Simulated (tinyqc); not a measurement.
Defect-molecule model of a vacancy with Jahn-Teller distortion: one step. One-electron levels. Five cases, with inputs chosen for the exercise.

Problem. Diagonalise. By symmetry: a + b + c + d at E0 - 3 gm, a + b - c - d at E0 + gm - 2 I Q, and the pair a - b, c - d at E0 + gm + I Q.

Four dangling hybrids a, b, c, d point into the vacancy: H_ii = E0, and -gm between any two. A tetragonal distortion Q pairs a with b and c with d: those two couplings become -gm - I Q and the other four -gm + I Q/2, at an elastic cost k Q^2/2. The a1 level holds two electrons; charge states 2+, + and 0 put n = 0, 1, 2 more into the lowest level of t2 origin. Energy from the 2+ state at Q = 0, with the Fermi level mu counted from Ev: W_n(Q) = n (et - 2 I Q) + k Q^2/2 + Uc n (n - 1)/2 - n mu. et = E0 + gm is the undistorted t2 level.

Case 1.

H (eV):
```
           a          b          c          d
a  -0.010000  -0.550800  -0.174600  -0.174600
b  -0.550800  -0.010000  -0.174600  -0.174600
c  -0.174600  -0.174600  -0.010000  -0.550800
d  -0.174600  -0.174600  -0.550800  -0.010000
```

Case 2.

H (eV):
```
           a          b          c          d
a   0.030000  -0.598000  -0.136000  -0.136000
b  -0.598000   0.030000  -0.136000  -0.136000
c  -0.136000  -0.136000   0.030000  -0.598000
d  -0.136000  -0.136000  -0.598000   0.030000
```

Case 3.

H (eV):
```
           a          b          c          d
a  -0.050000  -0.641200  -0.234400  -0.234400
b  -0.641200  -0.050000  -0.234400  -0.234400
c  -0.234400  -0.234400  -0.050000  -0.641200
d  -0.234400  -0.234400  -0.641200  -0.050000
```

Case 4.

H (eV):
```
           a          b          c          d
a  -0.160000  -0.660400  -0.254800  -0.254800
b  -0.660400  -0.160000  -0.254800  -0.254800
c  -0.254800  -0.254800  -0.160000  -0.660400
d  -0.254800  -0.254800  -0.660400  -0.160000
```

Case 5.

H (eV):
```
           a          b          c          d
a  -0.090000  -0.573800  -0.328100  -0.328100
b  -0.573800  -0.090000  -0.328100  -0.328100
c  -0.328100  -0.328100  -0.090000  -0.573800
d  -0.328100  -0.328100  -0.573800  -0.090000
```

Give: levels.

Solution.

Case 1.

levels (eV): -0.9100  -0.2116  0.5408  0.5408

The t2 triplet has split by 3 I Q = 0.7524 eV, and its centre has stayed.

Case 2.

levels (eV): -0.8400  -0.2960  0.6280  0.6280

The t2 triplet has split by 3 I Q = 0.9240 eV, and its centre has stayed.

Case 3.

levels (eV): -1.1600  -0.2224  0.5912  0.5912

The t2 triplet has split by 3 I Q = 0.8136 eV, and its centre has stayed.

Case 4.

levels (eV): -1.3300  -0.3108  0.5004  0.5004

The t2 triplet has split by 3 I Q = 0.8112 eV, and its centre has stayed.

Case 5.

levels (eV): -1.3200  -0.0076  0.4838  0.4838

The t2 triplet has split by 3 I Q = 0.4914 eV, and its centre has stayed.

Computed by tinyqc, one run a case: `OMP_NUM_THREADS=1 python tinyqc.py N N+1 out.jsonl` with N = 1480827, 1481041, 1481343, 1481346, 1481498; one thread of a shared Intel(R) Xeon(R) Processor @ 2.30GHz, about 0.01 s a run at most.
